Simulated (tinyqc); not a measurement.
Worked calculation: Landau levels of a parabolic two-dimensional band. Values are carried at full precision from step to step, so a last printed digit may differ when a step is redone from the rounded ones.

In a field B along z: l = 1/sqrt((e/hbar) B) is the magnetic length, n_B = B/(h/e) the number of states per area in one level, hbar wc = 2 muB B/m for mass m in m0; 1/angstrom^2 = 1e16/cm^2.

Constants: e/hbar = 1.519267448e-05 1/(T angstrom^2); h/e = 413566.7697 T angstrom^2; hbar^2/2m0 = 3.80998211 eV angstrom^2; muB = 5.788381798e-05 eV/T; e^2/h = 3.874045865e-05 S.

Parameters, chosen for this exercise (near those of a two-dimensional electron gas in GaN; shifted at random, so the results belong to these values and not to a real crystal): B = 5.1 T (magnetic field); n = 3.2 x 1e11/cm^2 (electron sheet density); m = 0.2031 m0 (mass); gs = 1.95 (g factor); gv = 1 (valleys).

## Scales set by the field

Give l, n_B and the filling factor nu = n/n_B.

l = 113.61 angstrom
n_B = 1.2332 x 1e11/cm^2
nu = 2.595

## The lowest levels

E(N, s) = (N + 1/2) hbar wc + s gs muB B with s = +/-1/2.

List the eight lowest, in meV, with the gap to the next.

Levels:

| label | E (meV) | gap above (meV) |
|---|---|---|
| 0- | 1.166 | 0.576 |
| 0+ | 1.741 | 2.331 |
| 1- | 4.073 | 0.576 |
| 1+ | 4.648 | 2.331 |
| 2- | 6.980 | 0.576 |
| 2+ | 7.555 | 2.331 |
| 3- | 9.887 | 0.576 |
| 3+ | 10.462 | 2.331 |

The largest of these gaps, 2.33 meV, first occurs above level 0+ and is kB T at 27 K.

## Where EF lies

Each listed level takes n_B electrons. At zero temperature and without broadening EF sits in the partly filled level.

Fill the listed levels in order up to nu; give the partly filled level, its energy and its filled share.

level: 1-

EF = 4.073 meV
filled share = 0.595

## Fields of the Hall plateaus

A plateau is centred where nu = n/n_B equals 1, 2, 3, 4, 5, 6; there rho_xy = h/(nu e^2).

Plateaus:

| nu | B (T) | 1/B (1/T) | rho_xy (kohm) |
|---|---|---|---|
| 1 | 13.234 | 0.0756 | 25.8128 |
| 2 | 6.617 | 0.1511 | 12.9064 |
| 3 | 4.411 | 0.2267 | 8.6043 |
| 4 | 3.309 | 0.3022 | 6.4532 |
| 5 | 2.647 | 0.3778 | 5.1626 |
| 6 | 2.206 | 0.4534 | 4.3021 |

These counts hold wherever the levels are resolved.

## Checks

- Level spacing from finite differences in the Landau gauge against hbar wc, meV: 2.90 against 2.91.

(tinyqc, `OMP_NUM_THREADS=1 python tinyqc.py 1280489 1280490 out.jsonl`, Intel(R) Xeon(R) Processor @ 2.30GHz, 1 thread, shared host, about 0.01 s.)
